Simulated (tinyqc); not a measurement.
What moves the results: model-solid line-up of a strained alloy layer on a substrate. A value that a table varies takes the place of the one given here.

All values of the alloy are linear in x but the gap, Eg(x) = (1 - x) Eg_A + x Eg_B - C x (1 - x), and the valence edge, Ev(x) = (1 - x) Ev_A + x Ev_B + fv C x (1 - x); Ec = Ev + Eg. Ev is the top of the unstrained valence band on a scale common to all materials. In the layer only the Gamma valley of the conduction band is followed, also where an X or L valley would lie lower.

Coherent growth on a (001) face: e_par = (a_s - a)/a, e_perp = -2 (C12/C11) e_par; exx = eyy = e_par, ezz = e_perp, no shear.

Strained edges: Ec + ac tr(e); the valence edges are Ev plus the levels of the 6 x 6 matrix of X, Y, Z times spin with -Dso/3 + l exx + m (eyy + ezz) on the diagonal (cyclic), n exy off it, l = av + 2 b, m = av - b, n = sqrt(3) d. Spin-orbit term (Dso/3) L.sigma on X, Y, Z with (L_k)_ij = -i epsilon_kij: <X+|H|Y+> = -i Dso/3, <X+|H|Z-> = Dso/3, <Y+|H|Z-> = -i Dso/3, <Z+|H|X-> = -Dso/3, <Z+|H|Y-> = i Dso/3, <X-|H|Y-> = i Dso/3, and their conjugates; + and - are the spin along z.

dEc = Ec(substrate) - Ec(layer), dEv = Ev(layer) - Ev(substrate); positive values confine the carrier in the layer. Type I: both of one sign; type II: opposite signs; type III: the gaps do not overlap.

Coherent growth: e_par = (a_s - a)/a. (001): e_perp = -2 (C12/C11) e_par; exx = eyy = e_par, ezz = e_perp, no shear. (111): e_perp = -(2 C11 + 4 C12 - 4 C44)/(C11 + 2 C12 + 4 C44) e_par; exx = eyy = ezz = (2 e_par + e_perp)/3 and exy = eyz = ezx = (e_perp - e_par)/3. (110): e_perp = -(C11 + 3 C12 - 2 C44)/(C11 + C12 + 2 C44) e_par; exx = eyy = (e_par + e_perp)/2, ezz = e_par, exy = (e_perp - e_par)/2, eyz = ezx = 0.

Values chosen for the exercise (A near InSb, B near InAs, substrate near InSb; not measured data):
- a = (6.485, 6.059) angstrom (lattice constant of A, B)
- Eg = (0.232, 0.412) eV (gap at Gamma to the s-like level of A, B)
- Dso = (0.817, 0.385) eV (spin-orbit splitting of A, B)
- Ev = (0, -0.59) eV (top of the unstrained valence band of A, B)
- ac = (-6.85, -5.15) eV (conduction deformation potential of A, B)
- av = (0.36, 0.99) eV (valence hydrostatic potential of A, B)
- b = (-2.01, -1.78) eV (tetragonal shear potential of A, B)
- d = (-4.69, -3.65) eV (trigonal shear potential of A, B)
- C11 = (69.5, 84.3) GPa (of A, B)
- C12 = (37.8, 45.8) GPa (of A, B)
- C44 = (31.5, 39.2) GPa (of A, B)
- C = 0.672 eV (bowing of the gap)
- fv = 0.75 (share of the bowing taken by the valence edge)
- a_s = 6.485 angstrom (substrate)
- Eg_s = 0.232 eV (lowest gap of the substrate)
- Ev_s = 0 eV (substrate valence edge)
- face = 001 (growth face)
- x = 0.11 (fraction of B)

## Composition against offsets

Each composition is strained to the same substrate.

Results:

| x | e_par (%) | relaxed gap (eV) | strained gap (eV) | valence splitting (meV) | dEc (eV) | dEv (eV) | type |
|---|---|---|---|---|---|---|---|
| 0.02 | 0.13 | 0.222 | 0.208 | 11 | 0.020 | 0.004 | I |
| 0.08 | 0.53 | 0.197 | 0.139 | 45 | 0.078 | 0.015 | I |
| 0.14 | 0.93 | 0.176 | 0.074 | 80 | 0.134 | 0.024 | I |
| 0.20 | 1.33 | 0.160 | 0.013 | 117 | 0.188 | 0.031 | I |
| 0.26 | 1.74 | 0.150 | -0.044 | 154 | 0.241 | 0.035 | III |
| 0.32 | 2.15 | 0.143 | -0.097 | 193 | 0.291 | 0.038 | III |
| 0.38 | 2.56 | 0.142 | -0.147 | 232 | 0.340 | 0.038 | III |
| 0.44 | 2.98 | 0.146 | -0.192 | 273 | 0.388 | 0.036 | III |

What can be read from the table?

The layer stays under tension over this range. The strained gap runs from 0.208 to -0.192 eV, against 0.222 to 0.146 eV for the relaxed alloy: strain adds to the change. Strains above 2 % can be kept only in layers of a few nanometres. The type changes: I to III between x = 0.20 and 0.26. Offsets below about 50 meV are within the spread of parameter sets, so those rows do not settle the type.

## The same layer on three faces

Composition and substrate are kept.

Results:

| face | e_perp (%) | tr(e) (%) | shift of Ec (meV) | shift of Ev (meV) | valence splitting (meV) | gap (eV) |
|---|---|---|---|---|---|---|
| (001) | -0.792 | 0.664 | -44.2 | 35.3 | 62.6 | 0.1065 |
| (111) | -0.439 | 1.017 | -67.7 | 37.6 | 64.0 | 0.0807 |
| (110) | -0.511 | 0.945 | -63.0 | 37.3 | 64.0 | 0.0858 |

What does this show, and why?

The layer yields most along the normal on (001) and least on (111), so the volume change, and with it the shift of Ec, is largest on (111). The valence splitting, set by b on (001), by d on (111) and by both on (110), is largest on (110). The gaps span 26 meV, from (111) to (001).

## What each parameter does

Strained gap, valence splitting and offsets. Each row changes one parameter from the base and keeps the others.

Results:

| case | gap (eV) | splitting (meV) | dEc (eV) | dEv (eV) |
|---|---|---|---|---|
| base | 0.1065 | 62.6 | 0.1058 | 0.0197 |
| x = 0.09 | 0.1283 | 50.9 | 0.0870 | 0.0167 |
| a_s = 6.505 angstrom | 0.0713 | 90.6 | 0.1247 | 0.0361 |
| C = 0.772 eV | 0.0967 | 62.6 | 0.1082 | 0.0271 |
| fv = 0.95 | 0.1065 | 62.6 | 0.0926 | 0.0329 |
| Ev_s = 0.05 eV | 0.1065 | 62.6 | 0.1558 | -0.0303 |
| C12 = (43.47, 52.67) GPa | 0.1122 | 67.7 | 0.0979 | 0.0219 |
| av = (0.414, 1.138) eV | 0.1061 | 62.6 | 0.1058 | 0.0201 |
| Dso = (0.94, 0.443) eV | 0.1068 | 62.3 | 0.1058 | 0.0194 |

What can be read from the table?

The largest shifts from the base row, up to three for each result and ties (the steps differ in size, so this ranks the rows, not the parameters). gap (eV): a_s -0.0352, x +0.0219, C -0.0098; unchanged at the printed digits by fv and Ev_s. splitting (meV): a_s +28.0, x -11.7, C12 +5.1; unchanged at the printed digits by C, fv, Ev_s and av. dEc (eV): Ev_s +0.0500, a_s +0.0189, x -0.0188; unchanged at the printed digits by av and Dso. dEv (eV): Ev_s -0.0500, a_s +0.0164, fv +0.0132.

Run: tinyqc, `OMP_NUM_THREADS=1 python tinyqc.py 1080633 1080634 out.jsonl`; Intel(R) Xeon(R) Processor @ 2.30GHz, one thread, shared host; about 0.02 s of CPU time with all checks.
